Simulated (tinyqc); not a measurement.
Lorentz oscillators and the Kramers-Kronig relations: one step. eps1 at one grid point. Two cases, with inputs chosen for the exercise.

Task: List the terms E_j eps2_j/(E_j^2 - E_i^2) for j - i odd, add them and form eps1.

Kramers-Kronig: eps1(E) = 1 + (2/pi) P integral_0^infinity E1 eps2(E1)/(E1^2 - E^2) dE1. Maclaurin rule on the grid E_j = j h, j = 1 .. M: eps1(E_i) = 1 + (4 h/pi) sum over j with j - i odd of E_j eps2(E_j)/(E_j^2 - E_i^2); nothing is added above E_M.

Case 1.

Values chosen (out of a larger set: line positions loosely like those of Ge; Lorentz tails absorb below the gap, where the real solid is clear; not measured data):
- h = 0.4 eV (grid step)
- M = 30 (grid points E_j = j h)
- i = 5 (grid index at which eps1 is wanted)

eps2(E_j), j = 1 .. M: 0.296941  0.675914  1.300617  2.738194  8.769136  17.845540  10.986065  14.599028  9.516071  8.763584  22.598711  19.432571  5.624165  2.503701  1.424165  0.924145  0.649460  0.481301  0.370452  0.293364  0.237540  0.195814  0.163820  0.138767  0.118800  0.102646  0.089406  0.078430  0.069241  0.061479

Case 2.

Values chosen:
- h = 0.5 eV (grid step)
- M = 30 (grid points E_j = j h)
- i = 12 (grid index at which eps1 is wanted)

eps2(E_j), j = 1 .. M: 0.001540  0.003117  0.004772  0.006548  0.008500  0.010692  0.013211  0.016169  0.019722  0.024095  0.029618  0.036802  0.046477  0.060069  0.080231  0.112421  0.169583  0.289514  0.626002  2.218468  3.827052  1.192300  1.139744  1.905833  1.566733  0.723903  0.369061  0.218374  0.143526  0.101375

Give: terms in order of j; sum; eps1(E_i).

Result:

Case 1.

terms in order of j (1/eV): -0.1609  -3.0424  24.3348  7.4867  2.9212  4.8990  0.5125  0.1600  0.0724  0.0391  0.0235  0.0151  0.0102  0.0072  0.0053

sum = 37.284 1/eV
eps1(E_i) = 19.988

The oscillator formula gives 20.816 at E_i = 2 eV. The rule samples every 2h = 0.8 eV against a narrowest width of 0.43 eV and stops at 12 eV; coarse sampling and the missing tail make the difference.

Case 2.

terms in order of j (1/eV): 0.0000  -0.0002  -0.0007  -0.0019  -0.0056  -0.0283  0.0483  0.0297  0.0398  0.1096  0.5412  0.1362  0.1629  0.0341  0.0119

sum = 1.077 1/eV
eps1(E_i) = 1.686

The oscillator formula gives 1.658 at E_i = 6 eV. The rule samples every 2h = 1 eV against a narrowest width of 0.6 eV and stops at 15 eV; coarse sampling and the missing tail make the difference.

Computed by tinyqc, one run a case: `OMP_NUM_THREADS=1 python tinyqc.py N N+1 out.jsonl` with N = 1682032, 1682194; one thread of a shared Intel(R) Xeon(R) Processor @ 2.30GHz, about 0.2 s a run at most.
